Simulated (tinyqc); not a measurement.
Long-channel MOSFET, surface-potential model: two steps of the calculation.

n-channel transistor on a uniformly doped p-type body, gradual-channel approximation, constant mobility, Boltzmann statistics, full ionisation. Potentials are counted from the neutral body; V is the electron quasi-Fermi potential, Vsb at the source and Vsb + Vds at the drain. Charges are magnitudes per area.

Inputs (values chosen for the exercise); material values close to those of silicon: temperature T = 400 K; flat-band voltage Vfb = -0.95 V; channel mobility mu = 590 cm^2/(V s); gate width W = 2 um; gate length L = 0.5 um; source-body reverse bias Vsb = 2 V; gate-source voltage Vgs = 1.32 V; drain-source voltage Vds = 1.2 V.

Constants: q = 1.602176634e-19 C, kB = 1.380649e-23 J/K, Vt = kB T/q. Results are converted to the units shown.

Task 1. Surface potential at the source by Newton steps. With V = Vsb: G = psi - Vt + Vt e, e = exp((psi - 2 phiF - Vsb)/Vt); f = Vgs + Vsb - Vfb - psi - gamma sqrt(G); f' = -1 - gamma (1 + e)/(2 sqrt(G)); psi(new) = psi - f/f'.

psi after iteration 1 = 2.7443100 V
phiF = 0.32581652 V
gamma = 0.90119055 V^0.5

Wanted: G; f; f'; psi after iteration 2.

Result 1.

G = 3.2170 V
f = -0.090675 V
f' = -4.9473
psi after iteration 2 = 2.7260 V

Task 2. Charges and current of the charge-sheet model. psi_0 and psi_L solve Vgs + Vsb - Vfb - psi = gamma sqrt(G) at V = Vsb and Vsb + Vds. Qi = Cox gamma [sqrt(G) - sqrt(psi - Vt)], G = psi - Vt + Vt exp((psi - 2 phiF - V)/Vt), at both ends. With U = Vgs + Vsb - Vfb: drift = mu (W/L) Cox [U (psi_L - psi_0) - (psi_L^2 - psi_0^2)/2 - (2/3) gamma ((psi_L - Vt)^1.5 - (psi_0 - Vt)^1.5)]; diffusion = mu (W/L) Vt (Qi0 - QiL).

psi_0 = 2.7218068 V
psi_L = 2.7774524 V
phiF = 0.32581652 V
Cox = 0.13860209 uF/cm^2
gamma = 0.90119055 V^0.5

Give: Qi0; QiL; drift current; diffusion current; drain current.

Result 2.

Qi0 = 9.822 nC/cm^2
QiL = 3.800e-14 nC/cm^2
drift current = 0.6447 uA
diffusion current = 0.7990 uA
drain current = 1.444 uA

Drift carries 44.7 % of the current. The drain end is pinched off: its charge is under 1 % of that at the source.

Computed by the program tinyqc: `OMP_NUM_THREADS=1 python tinyqc.py 2360073 2360074 out.jsonl`, one thread of a shared Intel Xeon 2.30GHz, about 0.06 s for the whole run.
